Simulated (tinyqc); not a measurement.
# Inputs raised by 10 %, one at a time

Model: hydrogen passivation of interface dangling bonds: competing passivation and dissociation with distributed barriers. Computed by tinyqc, a small Python program. Command: `OMP_NUM_THREADS=1 python tinyqc.py 3013046 3013047 out.jsonl passiv sens`. One thread of a shared host (Intel(R) Xeon(R) Processor @ 2.30GHz), about 0.2 s of CPU time with the checks.

P_b + H2 gives P_bH + H at the rate k_f [H2]; P_bH gives P_b + H at the rate k_d. All defects start unpassivated. E_f and E_d are Gaussian and independent.

Inputs (values chosen for the exercise, close to those used for P_b centres at the silicon-oxide interface):
```
quantity                                      value          unit
defect density N0                           9.6e+11        1/cm^2
passivation prefactor k_f0                  1.1e-07        cm^3/s
mean passivation barrier E_f                    1.5            eV
spread sigma_f                                 0.11            eV
dissociation prefactor k_d0                 7.4e+12           1/s
mean dissociation barrier E_d                  2.57            eV
spread sigma_d                                0.046            eV
H2 in the oxide per atm, solubility factor  1.1e+18  1/(cm^3 atm)
hydrogen pressure p                             0.1           atm
anneal temperature T                            525             C
anneal time t                                  6500             s
oxide thickness                                 1.9            nm
```

Constants: k_B = 8.617333262e-05 eV/K; e = 1.602176634e-19 C; eps_0 = 8.8541878128e-12 F/m.

Method:
- [H2] = solubility factor x p; a = k_f0 [H2] exp(-E_f/(k_B T)), d = k_d0 exp(-E_d/(k_B T)). For one pair of barriers the active share is y = [d + a exp(-(a + d) t)]/(a + d).
- Temperatures in kelvin are T(C) + 273.15.
- Average y over both Gaussians with 40 x 40 Gauss-Hermite points.
- Active density N0 y; threshold shift if each active defect holds one charge, e N0 y t_ox/(3.9 eps_0).
- Minimise the averaged y over T between 150 and 900 C: find where ln y is equal at T - 0.05 and T + 0.05 C; T is rounded to 0.1 C.

Runs:
```
input moved                             from        to  active share y  active share, single barriers  least active share  threshold shift (mV)
base run                                   -         -      4.7738e-04                     1.0717e-04          1.3663e-04            4.0401e-02
passivation prefactor k_f0 (cm^3/s)  1.1e-07  1.21e-07      4.3431e-04                     9.7428e-05          1.2199e-04            3.6755e-02
mean passivation barrier E_f (eV)        1.5      1.65      4.0249e-03                     9.4810e-04          2.1101e-03            3.4062e-01
dissociation prefactor k_d0 (1/s)    7.4e+12  8.14e+12      5.2470e-04                     1.1789e-04          1.4779e-04            4.4405e-02
mean dissociation barrier E_d (eV)      2.57     2.827      1.1477e-05                     2.5547e-06          4.6790e-06            9.7134e-04
hydrogen pressure p (atm)                0.1      0.11      4.3431e-04                     9.7428e-05          1.2199e-04            3.6755e-02
anneal time t (s)                       6500      7150      4.7738e-04                     1.0717e-04          1.3197e-04            4.0401e-02
```

Exponents ln(y'/y) / ln(x'/x):
```
input                          active share y  active share, single barriers  least active share  threshold shift
passivation prefactor k_f0             -0.992                         -1.000              -1.189           -0.992
mean passivation barrier E_f           22.368                         22.873              28.719           22.368
dissociation prefactor k_d0             0.992                          1.000               0.824            0.992
mean dissociation barrier E_d         -39.114                        -39.203             -35.402          -39.114
hydrogen pressure p                    -0.992                         -1.000              -1.189           -0.992
anneal time t                           0.000                          0.000              -0.364            0.000
```

To which inputs is each result most sensitive?

Among the inputs moved here: active share y answers most in size to mean dissociation barrier E_d (exponent -39.114), next to mean passivation barrier E_f (+22.368); its exponent is below 0.0005 for anneal time t. Its exponent +0.992 in dissociation prefactor k_d0: steady balance d/a. Its exponent -0.992 in hydrogen pressure p: steady balance d/a. Active share, single barriers answers most in size to mean dissociation barrier E_d (exponent -39.203), next to mean passivation barrier E_f (+22.873); its exponent is below 0.0005 for anneal time t. Least active share answers most in size to mean dissociation barrier E_d (exponent -35.402), next to mean passivation barrier E_f (+28.719). Threshold shift answers most in size to mean dissociation barrier E_d (exponent -39.114), next to mean passivation barrier E_f (+22.368); its exponent is below 0.0005 for anneal time t.

Caution (all rows): single-barrier shares below about 1e-3 are formal; measured passivation levels off well above them. Caution (rows base run, passivation prefactor k_f0, dissociation prefactor k_d0, mean dissociation barrier E_d, hydrogen pressure p, anneal time t): densities below a few 1e9 per cm^2 are formal: other defects set the floor in real interfaces. Caution (rows base run, passivation prefactor k_f0, dissociation prefactor k_d0, mean dissociation barrier E_d, hydrogen pressure p, anneal time t): a least active share below 1e-3 is a property of the model; measured passivation levels off well above it. Caution (all rows): atomic hydrogen, which both passivates and depassivates, and further passivation during cooling are left out.

Extremes, crossings and ranges named in words are read from the listed rows.
